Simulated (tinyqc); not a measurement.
# Programming of a floating-gate cell by Fowler-Nordheim tunnelling: what changes with what

Per tunnel area the floating gate has Ctun = 3.9 eps0/tox to the channel (0 V) and Ccg to the control gate, Ct = Ctun/(1 - ag), no other coupling. With the threshold shift U = -Q/Ccg the field is F = ag (Vg - U)/tox, and dU/dt = J/Ccg. Fowler-Nordheim: J = A F^2 exp(-B/F), A = q^2/(16 pi^2 hbar mo phi) (times 1e14 for A/cm^2 with F in V/nm, emitter mass m0), B = (4/3) sqrt(mo/C) phi^1.5, C = hbar^2/(2 m0).

Inputs (values chosen for the exercise); oxide values close to those of silicon dioxide:
- phi = 3.13 eV (tunnel barrier)
- mo = 0.46 m0 (tunnelling mass)
- tox = 7.5 nm (tunnel oxide thickness)
- ag = 0.71 (coupling ratio Ccg/Ct)
- Vt0 = -1.9 V (threshold shift at the start)

Constants: q = 1.602176634e-19 C, hbar = 1.054571817e-34 J s, m0 = 9.1093837015e-31 kg, eps0 = 8.8541878128e-14 F/cm where lengths are in cm, hbar^2/(2 m0) = 0.0380998212 eV nm^2. Results are converted to the units shown.

Each table varies one quantity; the others keep the values above.

## Programming by a staircase of pulses

Pulse i = 1, 2, ... has the height 9 V + (i - 1) 0.3 V and lasts 11 us; each starts from the U that the last one left. Exact: exp(B/F(t)) = exp(B/F(0)) + K t, K = A B ag/(Ccg tox), and U = Vg - tox F/ag.

Results:

| N | last pulse (V) | U (V) | gain of the last pulse (V) | F at its end (V/nm) |
|---|---|---|---|---|
| 1 | 9.000 | -1.883 | 0.01734 | 1.030 |
| 2 | 9.300 | -1.849 | 0.03360 | 1.055 |
| 4 | 9.900 | -1.691 | 0.09796 | 1.097 |
| 6 | 10.50 | -1.358 | 0.1891 | 1.123 |
| 8 | 11.10 | -0.8752 | 0.2556 | 1.134 |
| 11 | 12.00 | -0.02462 | 0.2916 | 1.138 |
| 14 | 12.90 | 0.8667 | 0.2986 | 1.139 |
| 18 | 14.10 | 2.065 | 0.2999 | 1.139 |

Estimate the missing row, N = 3.

Computed row:

| N | last pulse (V) | U (V) | gain of the last pulse (V) | F at its end (V/nm) |
|---|---|---|---|---|
| 3 | 9.600 | -1.789 | 0.06016 | 1.078 |

With this row back in the table: The gain of a pulse rises from 0.0173 to 0.300 V and settles at the step of 0.3 V: the field at the end of a pulse becomes steady, 1.14 V/nm, so U follows the gate one to one whatever it started from. It is within 5 % of the step from pulse 11 on among the rows. In every row the field stays above 10 MV/cm, which wears the oxide.

## Effect of the gate voltage

Same model as above.

After 0.0004 s.

Effect of the gate voltage:

| Vg (V) | F (V/nm) | J (A/cm^2) | U (V) |
|---|---|---|---|
| 7.5 | 0.8890 | 2.482e-5 | -1.891 |
| 8.1 | 0.9416 | 1.395e-4 | -1.847 |
| 8.8 | 0.9874 | 5.432e-4 | -1.631 |
| 9.4 | 1.006 | 9.163e-4 | -1.229 |
| 10 | 1.013 | 0.001098 | -0.6994 |
| 10.6 | 1.015 | 0.001163 | -0.1219 |
| 11.2 | 1.016 | 0.001185 | 0.4707 |
| 11.9 | 1.016 | 0.001193 | 1.168 |
| 12.5 | 1.016 | 0.001196 | 1.767 |

Read the table: what changes, and by how much?

U rises from -1.89 to 1.77 V, by 0.074 V a volt between the first two rows and 0.999 between the last two: once K t exceeds exp(B/F(0)) the final field, 1.02 V/nm, no longer depends on Vg. In 3 of the 9 rows the starting field exceeds 12 MV/cm, where the oxide would wear out or break down quickly.

Range of the model: Programming fields of 10 MV/cm and more wear the oxide; trapping and the channel potential are ignored.

Numbers from tinyqc (`OMP_NUM_THREADS=1 python tinyqc.py 2130056 2130057 out.jsonl`; about 0.01 s on one thread of a shared Intel Xeon 2.30GHz).
